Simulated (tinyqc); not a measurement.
# A chain with uneven site energies and dephasing by Buettiker voltage probes: several studies

Sites 1 to 6 form a chain with hopping -t. Lead L joins site 1 and lead R site 6, both semi-infinite chains with hopping -t and site energy 0. Every site carries a probe with self-energy -i Gamma_p/2 that draws no net current. Linear response at zero temperature: mu_L = 1, mu_R = 0 in units of the bias.

Parameters, values chosen for the exercise: hopping (matrix element -t) t = 1.1 eV; site energies 1 to N U = [-1.08, -0.15, 0.23, -0.74, -1.02, -0.44] eV; Fermi energy E = 0.67 eV; probe broadening Gamma_p gp = 1 eV.

Constants: q = 1.602176634e-19 C, h = 6.62607015e-34 J s. Results are converted to the units shown.

Each table varies one quantity; the others keep the values above.

## Resistance against length

Sigma = t^2 g(E), g(x) = (x - i sqrt(4 t^2 - x^2))/(2 t^2) for |x| < 2 t and (x - sign(x) sqrt(x^2 - 4 t^2))/(2 t^2) otherwise; Gamma = -2 Im Sigma; G = (E - H - Sigma_L - Sigma_R + i Gamma_p/2)^(-1). With Gamma the broadening by one lead, T_RL = Gamma^2 |G_(last,1)|^2, T_pL = Gamma Gamma_p |G_(p,1)|^2, T_pR = Gamma Gamma_p |G_(p,last)|^2, T_pq = Gamma_p^2 |G_(p,q)|^2 for p != q. No current into probe p: W mu = T_pL with W_pp = T_pL + T_pR + sum_q T_pq and W_pq = -T_pq. Then T_eff = T_RL + sum_p T_pR mu_p, and the resistance is (h/2q^2)/T_eff. Without probes means Gamma_p = 0. The list U is repeated k times, each site with its probe.

Resistance against length:

| k | sites | T without probes | T_eff | resistance (kohm) |
|---|---|---|---|---|
| 1 | 6 | 0.5503 | 0.2807 | 45.98 |
| 2 | 12 | 0.2042 | 0.1695 | 76.12 |
| 3 | 18 | 0.07932 | 0.1216 | 106.1 |
| 4 | 24 | 0.03239 | 0.09483 | 136.1 |
| 6 | 36 | 0.005741 | 0.06582 | 196.1 |
| 8 | 48 | 0.001041 | 0.05040 | 256.1 |
| 12 | 72 | 3.458e-5 | 0.03432 | 376.0 |
| 16 | 96 | 1.150e-6 | 0.02602 | 496.0 |

Read the table: what changes, and by how much?

The resistance rises from 46.0 to 496 kohm, by 5.00 kohm a site between k = 8 and 12 and 5.00 between 12 and 16: Ohm's law, R = R0 + rho N with the extrapolated intercept R0 = 16.2 kohm (h/2q^2 = 12.91 kohm) and a back-scattering length (h/2q^2)/rho of 2.58 sites. Without probes T has fallen to 1.15e-6.

## Coherent and dephased transmission against energy

With Gamma the broadening by one lead, T_RL = Gamma^2 |G_(6,1)|^2, T_pL = Gamma Gamma_p |G_(p,1)|^2, T_pR = Gamma Gamma_p |G_(p,6)|^2, T_pq = Gamma_p^2 |G_(p,q)|^2 for p != q.

Coherent and dephased transmission against energy:

| E (eV) | T without probes | T_eff |
|---|---|---|
| -1.98 | 0.16249 | 0.19727 |
| -1.65 | 0.46765 | 0.26661 |
| -1.32 | 0.67746 | 0.31894 |
| -0.99 | 0.76219 | 0.36101 |
| -0.66 | 0.86648 | 0.38523 |
| -0.33 | 0.93478 | 0.38965 |
| 0 | 0.95923 | 0.37920 |
| 0.33 | 0.91736 | 0.34522 |
| 0.66 | 0.56313 | 0.28279 |
| 0.99 | 0.25347 | 0.22144 |
| 1.32 | 0.16024 | 0.18294 |
| 1.65 | 0.37279 | 0.14676 |
| 1.98 | 0.019681 | 0.085366 |

What does the table show?

Without probes T lies between 0.0197 and 0.959 in these rows, with them between 0.0854 and 0.390. The probes lower it in 10 rows and raise it in 3; the largest relative gain is at E = 1.98 eV, where the coherent value is 0.0197.

## Effect of the dephasing strength

Same model as above.

Effect of the dephasing strength:

| gp (eV) | T_RL | through probes | T_eff | resistance (kohm) |
|---|---|---|---|---|
| 0.015 | 0.5229 | 0.01893 | 0.5419 | 23.82 |
| 0.029 | 0.4988 | 0.03550 | 0.5343 | 24.16 |
| 0.058 | 0.4526 | 0.06668 | 0.5193 | 24.85 |
| 0.12 | 0.3692 | 0.1212 | 0.4904 | 26.32 |
| 0.23 | 0.2601 | 0.1873 | 0.4474 | 28.85 |
| 0.46 | 0.1295 | 0.2502 | 0.3797 | 33.99 |
| 0.92 | 0.03530 | 0.2569 | 0.2922 | 44.17 |
| 1.8 | 0.003703 | 0.1944 | 0.1981 | 65.15 |

What does the table show?

Without probes the transmission is 0.550. T_eff falls from 0.542 to 0.198; the direct part falls from 0.523 to 0.00370 and the part through probes goes from 0.0189 through a maximum of 0.257 (at gp = 0.92 eV among the rows listed) to 0.194. At this energy dephasing lowers T_eff from the start: the probes give back less than the direct part loses.

Computed by the program tinyqc: `OMP_NUM_THREADS=1 python tinyqc.py 2700028 2700029 out.jsonl`, one thread of a shared Intel Xeon 2.30GHz, about 0.01 s for the whole run.
